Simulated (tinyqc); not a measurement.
Coverage along the feature as the dose grows: atomic layer deposition: Langmuir saturation, growth per cycle and coating of deep features. Computed by tinyqc, a small Python program. Command: `OMP_NUM_THREADS=1 python tinyqc.py 3024742 3024743 out.jsonl ald walk`. One thread of a shared host (Intel(R) Xeon(R) Processor @ 2.30GHz), about 0.01 s of CPU time with the checks.

Precursor A sticks only on free sites, so a long enough pulse saturates; co-reactant B then frees the sites again.

Inputs (values chosen for the exercise, modelled on zinc oxide from diethylzinc and water):
```
quantity,value,unit
precursor mass M,124,u
site density q,7.5,1/nm^2
sticking probability beta on free sites,0.00086,-
precursor pressure p,19,Pa
temperature T,225,C
pulse time t,0.034,s
desorption energy E_d,1.8,eV
aspect ratio a,5.6,-
```

Feature: long trench.

Constants: u = 1.6605390666e-27 kg; k_B = 1.380649e-23 J/K; k_B = 8.617333262e-05 eV/K.

Method:
- Wall flux F = p/sqrt(2 pi M k_B T); rate of filling k_a = beta F/q; desorption k_d = 1e13 exp(-E_d/(k_B T)) per second. 1/m^2 = 1e-18/nm^2.
- Temperatures in kelvin are T(C) + 273.15.
- Diffusion-limited filling (Gordon) of a long trench of width w, hydraulic diameter 2w, so that a is replaced by a/2 in the hole formula: t = (q/F)(1 + 19a/8 + 3a^2/8). Reaction-limited filling needs ln(100)/k_a at any depth, k_a = beta F/q. Flow is molecular. The front picture holds when the modulus (a/2) sqrt(beta) is well above 1.
- Depth reached by the given pulse: solve the same formula for a. Exposure = p x diffusion-limited time; 1 langmuir = 1.33322e-4 Pa s.
- Continuum model with steady gas transport: d2n/dz2 = 3 beta (1 - th) n/d_h^2 (d_h the hydraulic diameter, n = 1 at the mouth, no flux at the floor, 60 cells), d th/dt = beta F n (1 - th)/q; no desorption. Times are multiples of the larger of the Gordon time and ln(100)/k_a.

diffusion-limited time = 9.70352e-04 s

time to 99 % without desorption, ln(100)/k_a = 0.199389 s

flux F = 201422 1/(nm^2 s)

modulus = 0.0821121

Coverage:
```
multiple,t (s),top cell,quarter depth,half depth,three quarters,floor cell
0.05,0.00997,0.206,0.205,0.204,0.204,0.204
0.10,0.01994,0.369,0.368,0.367,0.367,0.367
0.20,0.03988,0.602,0.601,0.600,0.600,0.599
0.40,0.07976,0.841,0.841,0.840,0.840,0.840
0.60,0.11963,0.937,0.937,0.936,0.936,0.936
0.80,0.15951,0.975,0.975,0.975,0.975,0.975
1.00,0.19939,0.990,0.990,0.990,0.990,0.990
1.30,0.25921,0.997,0.997,0.997,0.997,0.997
```

What follows from these numbers?

At a multiple of 0.2 the coverage is 0.60 at the top and 0.60 at the floor. All depths fill nearly together, since molecules bounce many times before they stick. In the last row the floor reaches 0.997. Caution: the modulus is not well above 1 or the Gordon time is under three times ln(100)/k_a, so there is no sharp front: the Gordon time is only a lower bound and the reaction time must be met as well.
